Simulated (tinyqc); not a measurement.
Exciton in an atomically thin sheet (Rytova-Keldysh potential), step by step. Values are carried at full precision from step to step, so a last printed digit may differ when a step is redone from the rounded ones.

Constants: Ry = 13.60569312 eV; a0 (Bohr radius) = 0.5291772105 angstrom; hbar^2/2m0 = 3.80998211 eV angstrom^2; e^2/(4 pi eps0) = 14.39964547 eV angstrom.

Inputs chosen for the exercise (near those of a WS2 monolayer; not measured data): me = 0.308 m0 (electron mass); mh = 0.427 m0 (hole mass); kap = 4.5 (mean dielectric constant of the surroundings); Eg = 2.181 eV (gap, in these surroundings); al = (0.000525, 0.00236, 0.0106, 0.0479) 1/angstrom^2 (exponents a_i); r0 = 39.2 angstrom (screening length of the sheet).

## Exciton units

1/mu = 1/me + 1/mh, Ry* = Ry mu/kap^2, a* = a0 kap/mu.

mu = 0.17893 m0
Ry* = 120.223 meV
a* = 13.31 angstrom

## Hydrogen-like series

Binding Ry*/n^2 in three dimensions and Ry*/(n - 1/2)^2 in two; strengths relative to n = 1 go as 1/n^3 and (1/2)^3/(n - 1/2)^3. Lines at Eg less the binding.

Series:
```
n  3D binding (meV)  3D line (eV)  3D strength  2D binding (meV)  2D line (eV)  2D strength
1            120.22        2.0608       1.0000            480.89        1.7001       1.0000
2             30.06        2.1509       0.1250             53.43        2.1276       0.0370
3             13.36        2.1676       0.0370             19.24        2.1618       0.0080
4              7.51        2.1735       0.0156              9.81        2.1712       0.0029
```

## Overlap and kinetic matrices

Relative motion in the plane with V(k) = -2 pi q/(k (kap + r0 k)), q = e^2/(4 pi eps0), c = hbar^2/2m0. Normalised Gaussians exp(-a_i r^2): with A = a_i + a_j, S_ij = 2 sqrt(a_i a_j)/A, T_ij = (4c/mu)(a_i a_j/A) S_ij, V_ij = -q S_ij times the integral over k from 0 to infinity of exp(-k^2/4A)/(kap + r0 k).

Form S and T.

S:
$$\begin{pmatrix}
1.00000 & 0.77165 & 0.42409 & 0.20711 \\
0.77165 & 1.00000 & 0.77185 & 0.42309 \\
0.42409 & 0.77185 & 1.00000 & 0.77036 \\
0.20711 & 0.42309 & 0.77036 & 1.00000
\end{pmatrix}$$

T (eV):
$$\begin{pmatrix}
0.02236 & 0.02823 & 0.01807 & 0.00916 \\
0.02823 & 0.10050 & 0.12689 & 0.08105 \\
0.01807 & 0.12689 & 0.45141 & 0.56947 \\
0.00916 & 0.08105 & 0.56947 & 2.03985
\end{pmatrix}$$

## Potential matrix

Evaluate the integrals numerically.

V (eV):
$$\begin{pmatrix}
-0.14362 & -0.16343 & -0.14238 & -0.10617 \\
-0.16343 & -0.25256 & -0.27179 & -0.21898 \\
-0.14238 & -0.27179 & -0.40821 & -0.41457 \\
-0.10617 & -0.21898 & -0.41457 & -0.60746
\end{pmatrix}$$

## Levels in the small basis

Solve (T + V) u = E S u; give the two lowest levels and the ground vector with u S u = 1 and its largest component positive.

levels (eV): [-0.1629, -0.0035]

ground vector: [0.332, 0.624, 0.121, 0.019]

## The converged series

Converged values use 20 Gaussians with exponents 2^i/b^2, i = -11 to 8, b the larger of a0 kap/(2 mu) and sqrt(a0 r0/mu), a0 = 0.5291772 angstrom; p states use r exp(i theta) exp(-a r^2).

Levels against the two-dimensional hydrogen series Ry*/(n - 1/2)^2; eps_n is the dielectric constant that would give each level in that series.

Series:
```
state  binding (meV)  hydrogen (meV)  eps_n  Eg + E (eV)
1s             163.1           480.9   7.73        2.018
2p              45.4            53.4   4.88        2.136
2s              35.4            53.4   5.53        2.146
3p              17.5            19.2   4.71        2.163
3s              14.9            19.2   5.11        2.166
```

eps_n falls from 7.73 (1s) to 5.11 (3s) towards kap = 4.5: larger orbits see less of the sheet. 2p is bound 10.0 meV more strongly than 2s, which pure Coulomb attraction keeps degenerate. The small basis misses the 1s binding by 0.2 meV.

## Checks

- 1s binding for r0 = 0 against 4 Ry*, meV: 480.7 against 480.9.
- 2p binding for r0 = 0 against 4 Ry*/9, meV: both 53.43.

tinyqc: `OMP_NUM_THREADS=1 python tinyqc.py 1250679 1250680 out.jsonl`; about 0.02 s, one thread, shared Intel(R) Xeon(R) Processor @ 2.30GHz.
